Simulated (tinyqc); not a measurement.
Worked calculation: CID on RHF in the 6-311g basis, for H2, spin multiplicity 1. Computed by tinyqc, a small Python program that keeps every step (integrals from PySCF). Settings: charge = 0, multiplicity = 1, basis = 6-311g, method = RHF, energy threshold = 1e-10, iteration cap = 78, orthogonalisation = symmetric, start = core, DIIS depth = 6, ci = CID. Command: `OMP_NUM_THREADS=1 python tinyqc.py 23398 23399 out.jsonl` (the two numbers bound the seeds that draw the settings). One thread of a shared host (Intel(R) Xeon(R) Processor @ 2.60GHz), about 0.07 s of CPU time with the checks. The early iterations of the SCF are left out here.

## One-electron integrals

Geometry (angstrom):
```
atom        x        y        z
H     0.00000  0.00000  0.00000
H     0.00000  0.00000  0.99800
```

Basis 6-311g: exponents (1/bohr^2) and contraction coefficients of normalised primitives:
```
element  l (shell)  exponent  coefficient
H            s (1)  33.86500      0.02549
H            s (1)   5.09479      0.19037
H            s (1)   1.15879      0.85216
H            s (2)   0.32584      1.00000
H            s (3)   0.10274      1.00000
```

Overlap, kinetic and nuclear-attraction integrals over the contracted functions; the nuclear repulsion is the sum of Za Zb / Rab.

nuclear repulsion = 0.5302377 hartree

overlap S:
```
         1H 1s    1H 2s    1H 3s    2H 1s    2H 2s    2H 3s
1H 1s  1.00000  0.70638  0.37366  0.10040  0.28143  0.26665
1H 2s  0.70638  1.00000  0.78896  0.28143  0.56019  0.59758
1H 3s  0.37366  0.78896  1.00000  0.26665  0.59758  0.83301
2H 1s  0.10040  0.28143  0.26665  1.00000  0.70638  0.37366
2H 2s  0.28143  0.56019  0.59758  0.70638  1.00000  0.78896
2H 3s  0.26665  0.59758  0.83301  0.37366  0.78896  1.00000
```

kinetic energy T (hartree):
```
          1H 1s    1H 2s    1H 3s     2H 1s    2H 2s    2H 3s
1H 1s   2.30435  0.54912  0.10635  -0.08836  0.08410  0.05881
1H 2s   0.54912  0.48876  0.18488   0.08410  0.16803  0.11410
1H 3s   0.10635  0.18488  0.15411   0.05881  0.11410  0.11274
2H 1s  -0.08836  0.08410  0.05881   2.30435  0.54912  0.10635
2H 2s   0.08410  0.16803  0.11410   0.54912  0.48876  0.18488
2H 3s   0.05881  0.11410  0.11274   0.10635  0.18488  0.15411
```

nuclear attraction V (hartree):
```
          1H 1s     1H 2s     1H 3s     2H 1s     2H 2s     2H 3s
1H 1s  -2.64132  -1.43488  -0.71262  -0.21143  -0.57416  -0.51603
1H 2s  -1.43488  -1.42454  -0.96735  -0.57416  -0.85346  -0.76882
1H 3s  -0.71262  -0.96735  -0.92155  -0.51603  -0.76882  -0.80298
2H 1s  -0.21143  -0.57416  -0.51603  -2.64132  -1.43488  -0.71262
2H 2s  -0.57416  -0.85346  -0.76882  -1.43488  -1.42454  -0.96735
2H 3s  -0.51603  -0.76882  -0.80298  -0.71262  -0.96735  -0.92155
```

core Hamiltonian H = T + V (hartree):
```
          1H 1s     1H 2s     1H 3s     2H 1s     2H 2s     2H 3s
1H 1s  -0.33697  -0.88576  -0.60628  -0.29979  -0.49005  -0.45722
1H 2s  -0.88576  -0.93578  -0.78247  -0.49005  -0.68543  -0.65472
1H 3s  -0.60628  -0.78247  -0.76744  -0.45722  -0.65472  -0.69024
2H 1s  -0.29979  -0.49005  -0.45722  -0.33697  -0.88576  -0.60628
2H 2s  -0.49005  -0.68543  -0.65472  -0.88576  -0.93578  -0.78247
2H 3s  -0.45722  -0.65472  -0.69024  -0.60628  -0.78247  -0.76744
```

## Two-electron integrals

Functions are numbered as in S; the eight-fold symmetry (ij|kl) = (ji|kl) = (kl|ij) leaves the list below.

Two-electron integrals (ij|kl) in chemists' order, unique and non-zero (hartree):
```
(11|11) 1.39303   (21|11) 0.82297   (21|21) 0.50970   (22|11) 0.82290
(22|21) 0.54303   (22|22) 0.64411   (31|11) 0.41126   (31|21) 0.25776
(31|22) 0.27987   (31|31) 0.13079   (32|11) 0.54368   (32|21) 0.36577
(32|22) 0.45267   (32|31) 0.18980   (32|32) 0.32514   (33|11) 0.49402
(33|21) 0.34012   (33|22) 0.44599   (33|31) 0.17804   (33|32) 0.33178
(33|33) 0.36168   (41|11) 0.09369   (41|21) 0.06108   (41|22) 0.07026
(41|31) 0.03133   (41|32) 0.04857   (41|33) 0.04662   (41|41) 0.01226
(42|11) 0.18151   (42|21) 0.12469   (42|22) 0.15954   (42|31) 0.06512
(42|32) 0.11575   (42|33) 0.11902   (42|41) 0.02818   (42|42) 0.07976
(43|11) 0.14996   (43|21) 0.10412   (43|22) 0.13728   (43|31) 0.05462
(43|32) 0.10139   (43|33) 0.10740   (43|41) 0.02366   (43|42) 0.07172
(43|43) 0.06649   (44|11) 0.52900   (44|21) 0.37147   (44|22) 0.50249
(44|31) 0.19571   (44|32) 0.37498   (44|33) 0.40140   (44|41) 0.09369
(44|42) 0.30979   (44|43) 0.29140   (44|44) 1.39303   (51|11) 0.30979
(51|21) 0.19422   (51|22) 0.21090   (51|31) 0.09856   (51|32) 0.14302
(51|33) 0.13413   (51|41) 0.02818   (51|42) 0.05943   (51|43) 0.04958
(51|44) 0.18151   (51|51) 0.07976   (52|11) 0.39738   (52|21) 0.26694
(52|22) 0.32881   (52|31) 0.13843   (52|32) 0.23542   (52|33) 0.23874
(52|41) 0.04528   (52|42) 0.11521   (52|43) 0.10207   (52|44) 0.39738
(52|51) 0.11521   (52|52) 0.20213   (53|11) 0.32683   (53|21) 0.22420
(53|22) 0.29069   (53|31) 0.11718   (53|32) 0.21442   (53|33) 0.22930
(53|41) 0.03959   (53|42) 0.11007   (53|43) 0.10149   (53|44) 0.40155
(53|51) 0.09794   (53|52) 0.18816   (53|53) 0.18653   (54|11) 0.37147
(54|21) 0.25969   (54|22) 0.34839   (54|31) 0.13659   (54|32) 0.25971
(54|33) 0.27899   (54|41) 0.06108   (54|42) 0.19422   (54|43) 0.18290
(54|44) 0.82297   (54|51) 0.12469   (54|52) 0.26694   (54|53) 0.27078
(54|54) 0.50970   (55|11) 0.50249   (55|21) 0.34839   (55|22) 0.46242
(55|31) 0.18279   (55|32) 0.34511   (55|33) 0.37552   (55|41) 0.07026
(55|42) 0.21090   (55|43) 0.19905   (55|44) 0.82290   (55|51) 0.15954
(55|52) 0.32881   (55|53) 0.33692   (55|54) 0.54303   (55|55) 0.64411
(61|11) 0.29140   (61|21) 0.18290   (61|22) 0.19905   (61|31) 0.09285
(61|32) 0.13511   (61|33) 0.12687   (61|41) 0.02366   (61|42) 0.04958
(61|43) 0.04155   (61|44) 0.14996   (61|51) 0.07172   (61|52) 0.10207
(61|53) 0.08665   (61|54) 0.10412   (61|55) 0.13728   (61|61) 0.06649
(62|11) 0.40155   (62|21) 0.27078   (62|22) 0.33692   (62|31) 0.14063
(62|32) 0.24272   (62|33) 0.24894   (62|41) 0.03959   (62|42) 0.09794
(62|43) 0.08665   (62|44) 0.32683   (62|51) 0.11007   (62|52) 0.18816
(62|53) 0.17445   (62|54) 0.22420   (62|55) 0.29069   (62|61) 0.10149
(62|62) 0.18653   (63|11) 0.38928   (63|21) 0.26873   (63|22) 0.35501
(63|31) 0.14082   (63|32) 0.26541   (63|33) 0.29235   (63|41) 0.04101
(63|42) 0.11068   (63|43) 0.10193   (63|44) 0.38928   (63|51) 0.11068
(63|52) 0.20812   (63|53) 0.20702   (63|54) 0.26873   (63|55) 0.35501
(63|61) 0.10193   (63|62) 0.20702   (63|63) 0.25097   (64|11) 0.19571
(64|21) 0.13659   (64|22) 0.18279   (64|31) 0.07181   (64|32) 0.13624
(64|33) 0.14659   (64|41) 0.03133   (64|42) 0.09856   (64|43) 0.09285
(64|44) 0.41126   (64|51) 0.06512   (64|52) 0.13843   (64|53) 0.14063
(64|54) 0.25776   (64|55) 0.27987   (64|61) 0.05462   (64|62) 0.11718
(64|63) 0.14082   (64|64) 0.13079   (65|11) 0.37498   (65|21) 0.25971
(65|22) 0.34511   (65|31) 0.13624   (65|32) 0.25845   (65|33) 0.28437
(65|41) 0.04857   (65|42) 0.14302   (65|43) 0.13511   (65|44) 0.54368
(65|51) 0.11575   (65|52) 0.23542   (65|53) 0.24272   (65|54) 0.36577
(65|55) 0.45267   (65|61) 0.10139   (65|62) 0.21442   (65|63) 0.26541
(65|64) 0.18980   (65|65) 0.32514   (66|11) 0.40140   (66|21) 0.27899
(66|22) 0.37552   (66|31) 0.14659   (66|32) 0.28437   (66|33) 0.32206
(66|41) 0.04662   (66|42) 0.13413   (66|43) 0.12687   (66|44) 0.49402
(66|51) 0.11902   (66|52) 0.23874   (66|53) 0.24894   (66|54) 0.34012
(66|55) 0.44599   (66|61) 0.10740   (66|62) 0.22930   (66|63) 0.29235
(66|64) 0.17804   (66|65) 0.33178   (66|66) 0.36168
```

## Orthogonalisation

S = U s U^T; symmetric (Loewdin) form X = U s^(-1/2) U^T, so that X^T S X = 1.

eigenvalues of S: 0.04778  0.13177  0.27005  0.75063  1.18858  3.61119

X:
```
          1H 1s     1H 2s     1H 3s     2H 1s     2H 2s     2H 3s
1H 1s   1.37637  -0.75423   0.21269   0.04633  -0.00183  -0.04375
1H 2s  -0.75423   2.20599  -1.05668  -0.00183  -0.38747   0.26896
1H 3s   0.21269  -1.05668   2.34354  -0.04375   0.26896  -1.14950
2H 1s   0.04633  -0.00183  -0.04375   1.37637  -0.75423   0.21269
2H 2s  -0.00183  -0.38747   0.26896  -0.75423   2.20599  -1.05668
2H 3s  -0.04375   0.26896  -1.14950   0.21269  -1.05668   2.34354
```

## Iteration 6 (converged): orbitals

converged F (hartree):
```
          1H 1s     1H 2s     1H 3s     2H 1s     2H 2s     2H 3s
1H 1s   0.67913  -0.35342  -0.41869  -0.35237  -0.40089  -0.37066
1H 2s  -0.35342  -0.28380  -0.35321  -0.40089  -0.42168  -0.37333
1H 3s  -0.41869  -0.35321  -0.25911  -0.37066  -0.37333  -0.28407
2H 1s  -0.35237  -0.40089  -0.37066   0.67913  -0.35342  -0.41869
2H 2s  -0.40089  -0.42168  -0.37333  -0.35342  -0.28380  -0.35321
2H 3s  -0.37066  -0.37333  -0.28407  -0.41869  -0.35321  -0.25911
```

Diagonalise F' = X^T F X, C = X C', fill 1 alpha and 1 beta electrons from the bottom; D = 2 C_occ C_occ^T. Each column has its largest component positive (the first on a tie).

F' = X^T F X (hartree):
```
          1         2         3         4         5         6
1   1.72021  -1.17710   0.00623  -0.04868  -0.18535  -0.12658
2  -1.17710   0.93400  -0.38077  -0.18535  -0.20177  -0.03124
3   0.00623  -0.38077   0.17811  -0.12658  -0.03124  -0.13191
4  -0.04868  -0.18535  -0.12658   1.72021  -1.17710   0.00623
5  -0.18535  -0.20177  -0.03124  -1.17710   0.93400  -0.38077
6  -0.12658  -0.03124  -0.13191   0.00623  -0.38077   0.17811
```

orbital energies (hartree): MO1 -0.52836, MO2 0.12390, MO3 0.32750, MO4 0.55292, MO5 2.53786, MO6 2.65083

coefficients C:
```
           MO1       MO2       MO3       MO4       MO5       MO6
1H 1s  0.16122   0.10393  -0.04535  -0.09783  -1.08631  -1.13317
1H 2s  0.30670   0.07342  -0.82194  -1.34822   1.64366   1.21653
1H 3s  0.16660   1.55386   0.88827   1.87058  -1.04817  -0.46969
2H 1s  0.16122  -0.10393  -0.04535   0.09783   1.08631  -1.13317
2H 2s  0.30670  -0.07342  -0.82194   1.34822  -1.64366   1.21653
2H 3s  0.16660  -1.55386   0.88827  -1.87058   1.04817  -0.46969
```

D after iteration 6:
```
         1H 1s    1H 2s    1H 3s    2H 1s    2H 2s    2H 3s
1H 1s  0.05198  0.09889  0.05372  0.05198  0.09889  0.05372
1H 2s  0.09889  0.18813  0.10219  0.09889  0.18813  0.10219
1H 3s  0.05372  0.10219  0.05551  0.05372  0.10219  0.05551
2H 1s  0.05198  0.09889  0.05372  0.05198  0.09889  0.05372
2H 2s  0.09889  0.18813  0.10219  0.09889  0.18813  0.10219
2H 3s  0.05372  0.10219  0.05551  0.05372  0.10219  0.05551
```

## Convergence

Stop when the energy changes by less than 1e-10 hartree and every element of the error matrix X^T (F D S - S D F) X is below 3e-06.

Course of the cycle:
```
iteration  E (hartree)     change  largest element of the error matrix
1           -1.0603931          -                             8.94e-02
2           -1.0953597  -3.50e-02                             1.80e-02
3           -1.0972128  -1.85e-03                             2.07e-03
4           -1.0972253  -1.25e-05                             5.53e-05
5           -1.0972253  -1.81e-08                             2.46e-07
6           -1.0972253  -2.52e-13                             1.22e-07
```

PySCF RHF in the same basis = -1.0972253 hartree

Converged in 6 iterations.

## Integrals over molecular orbitals

(pq|rs) = sum C_ip C_jq C_kr C_ls (ij|kl), one index at a time.

one-electron integrals over orbitals h = C^T H C (hartree):
```
          1         2         3         4         5         6
1  -1.09910   0.00000   0.12016   0.00000   0.00000   0.06176
2   0.00000  -0.54292   0.00000   0.20565   0.03018   0.00000
3   0.12016   0.00000  -0.33003   0.00000   0.00000  -0.13813
4   0.00000   0.20565   0.00000  -0.26204  -0.19886   0.00000
5   0.00000   0.03018   0.00000  -0.19886   1.41761   0.00000
6   0.06176   0.00000  -0.13813   0.00000   0.00000   1.53002
```

Two-electron integrals over orbitals (pq|rs), unique and non-zero (hartree):
```
(11|11) 0.57074    (21|21) 0.07275    (22|11) 0.36979    (22|22) 0.31678
(31|11) -0.12016   (31|22) -0.03919   (31|31) 0.05406    (32|21) 0.01329
(32|32) 0.02975    (33|11) 0.35579    (33|22) 0.28130    (33|31) -0.03937
(33|33) 0.28128    (41|21) -0.07467   (41|32) 0.00873    (41|41) 0.09612
(42|11) -0.14016   (42|22) -0.06042   (42|31) 0.04857    (42|33) -0.05194
(42|42) 0.06549    (43|21) 0.05058    (43|32) 0.01399    (43|41) -0.05018
(43|43) 0.04208    (44|11) 0.45554    (44|22) 0.33549    (44|31) -0.08036
(44|33) 0.30637    (44|42) -0.10181   (44|44) 0.39536    (51|21) -0.02868
(51|32) 0.01983    (51|41) 0.05414    (51|43) -0.02845   (51|51) 0.07463
(52|11) -0.02943   (52|22) 0.00549    (52|31) 0.02467    (52|33) -0.00579
(52|42) 0.01257    (52|44) -0.01982   (52|52) 0.02955    (53|21) 0.03428
(53|32) -0.00825   (53|41) -0.04810   (53|43) 0.02422    (53|51) -0.04182
(53|53) 0.03160    (54|11) 0.12650    (54|22) 0.03989    (54|31) -0.05752
(54|33) 0.04610    (54|42) -0.05319   (54|44) 0.08910    (54|52) -0.04121
(54|54) 0.08409    (55|11) 0.59744    (55|22) 0.38432    (55|31) -0.14050
(55|33) 0.36127    (55|42) -0.15943   (55|44) 0.49027    (55|52) -0.06301
(55|54) 0.18529    (55|55) 0.72303    (61|11) -0.06176   (61|22) -0.01840
(61|31) 0.03834    (61|33) -0.01864   (61|42) 0.03184    (61|44) -0.05376
(61|52) 0.03845    (61|54) -0.06725   (61|55) -0.13195   (61|61) 0.07046
(62|21) -0.01229   (62|32) 0.00750    (62|41) 0.02314    (62|43) -0.01497
(62|51) 0.03684    (62|53) -0.01826   (62|62) 0.02055    (63|11) 0.08823
(63|22) 0.03829    (63|31) -0.03482   (63|33) 0.03248    (63|42) -0.03766
(63|44) 0.06609    (63|52) -0.01922   (63|54) 0.04836    (63|55) 0.12505
(63|61) -0.03858   (63|63) 0.03243    (64|21) 0.02957    (64|32) -0.01944
(64|41) -0.05254   (64|43) 0.02386    (64|51) -0.06276   (64|53) 0.03814
(64|62) -0.03149   (64|64) 0.05853    (65|21) 0.11430    (65|32) -0.00892
(65|41) -0.14531   (65|43) 0.08590    (65|51) -0.12108   (65|53) 0.09057
(65|62) -0.05794   (65|64) 0.11155    (65|65) 0.28891    (66|11) 0.59564
(66|22) 0.37563    (66|31) -0.13687   (66|33) 0.36156    (66|42) -0.15721
(66|44) 0.48262    (66|52) -0.06163   (66|54) 0.17952    (66|55) 0.70420
(66|61) -0.11799   (66|63) 0.11859    (66|66) 0.69791
```

## CID: determinants and Hamiltonian

Hartree-Fock energy = -1.0972253 hartree

Slater-Condon rules over spin orbitals, with the nuclear repulsion added and E(HF) subtracted on the diagonal. Only determinants linked to the reference directly or through others are kept (one block of an abelian symmetry group), so some states are absent.

Occupation strings over the orbitals (2 doubly, a alpha, b beta, 0 empty; spin orbitals ordered 1a 1b 2a 2b ...): 200000 020000 0a0b00 0a00b0 002000 00a00b 0b0a00 000200 000ab0 0b00a0 000ba0 000020 00b00a 000002

H - E(HF) between determinants (hartree):
```
          200000    020000    0a0b00    0a00b0    002000    00a00b    0b0a00    000200
200000   0.00000   0.07275  -0.07467  -0.02868   0.05406   0.03834   0.07467   0.09612
020000   0.07275   0.85840   0.14523   0.03567   0.02975   0.00750  -0.14523   0.06549
0a0b00  -0.07467   0.14523   1.15799  -0.15897   0.01399  -0.01944  -0.06549   0.10384
0a00b0  -0.02868   0.03567  -0.15897   2.88647  -0.00825  -0.00892  -0.01257  -0.05319
002000   0.05406   0.02975   0.01399  -0.00825   1.24869  -0.10565  -0.01399   0.04208
00a00b   0.03834   0.00750  -0.01944  -0.00892  -0.10565   3.18902   0.01497   0.02386
0b0a00   0.07467  -0.14523  -0.06549  -0.01257  -0.01399   0.01497   1.15799  -0.10384
000200   0.09612   0.06549   0.10384  -0.05319   0.04208   0.02386  -0.10384   1.49875
000ab0   0.05414   0.01257  -0.05319   0.04621   0.02422   0.08590  -0.01036  -0.10976
0b00a0   0.02868  -0.03567  -0.01257  -0.02955   0.00825   0.01826  -0.15897   0.05319
000ba0  -0.05414  -0.01257  -0.01036   0.04121  -0.02422  -0.03814  -0.05319   0.10976
000020   0.07463   0.02955  -0.04121  -0.03282   0.03160   0.09057   0.04121   0.08409
00b00a  -0.03834  -0.00750   0.01497   0.01826   0.10565  -0.03243  -0.01944  -0.02386
000002   0.07046   0.02055  -0.03149  -0.05794   0.03243  -0.01954   0.03149   0.05853

          000ab0    0b00a0    000ba0    000020    00b00a    000002
200000   0.05414   0.02868  -0.05414   0.07463  -0.03834   0.07046
020000   0.01257  -0.03567  -0.01257   0.02955  -0.00750   0.02055
0a0b00  -0.05319  -0.01257  -0.01036  -0.04121   0.01497  -0.03149
0a00b0   0.04621  -0.02955   0.04121  -0.03282   0.01826  -0.05794
002000   0.02422   0.00825  -0.02422   0.03160   0.10565   0.03243
00a00b   0.08590   0.01826  -0.03814   0.09057  -0.03243  -0.01954
0b0a00  -0.01036  -0.15897  -0.05319   0.04121  -0.01944   0.03149
000200  -0.10976   0.05319   0.10976   0.08409  -0.02386   0.05853
000ab0   3.27331   0.04121  -0.08409  -0.01357  -0.03814   0.11155
0b00a0   0.04121   2.88647   0.04621   0.03282  -0.00892   0.05794
000ba0  -0.08409   0.04621   3.27331   0.01357   0.08590  -0.11155
000020  -0.01357   0.03282   0.01357   5.18571  -0.09057   0.28891
00b00a  -0.03814  -0.00892   0.08590  -0.09057   3.18902   0.01954
000002   0.11155   0.05794  -0.11155   0.28891   0.01954   5.38541
```

## CID: roots

Diagonalise (each vector has its largest component positive (the first on a tie)); all determinants have Ms = 0, so triplets appear too. The lowest singlet root is the correlation energy.

lowest roots of this matrix, relative to E(HF) (hartree): -0.03224  0.77259  1.07455  1.22350  1.23143  1.57865  2.84812  2.92713

lowest vectors:
```
          root 1    root 2   root 3    root 4
200000   0.98557   0.13037  0.00000   0.06298
020000  -0.09897   0.90647  0.00000  -0.32422
0a0b00   0.07615  -0.27813  0.70370  -0.49120
0a00b0   0.01288  -0.03362  0.06682  -0.02184
002000  -0.03924  -0.05639  0.00000  -0.38157
00a00b  -0.01043  -0.01037  0.00079  -0.03592
0b0a00  -0.07615   0.27813  0.70370   0.49120
000200  -0.06702  -0.02173  0.00000   0.50770
000ab0  -0.01568  -0.01126  0.01837   0.02359
0b00a0  -0.01288   0.03362  0.06682   0.02184
000ba0   0.01568   0.01126  0.01837  -0.02359
000020  -0.01006  -0.01222  0.00000  -0.01438
00b00a   0.01043   0.01037  0.00079   0.03592
000002  -0.00922  -0.00878  0.00000  -0.01228
```

<S^2> of these roots: 0.00000  0.00000  2.00000  0.00000  0.00000  0.00000  2.00000  0.00000

weight of the ground state by excitation level 0, 1, 2, ...: 0.97135  0.00000  0.02865
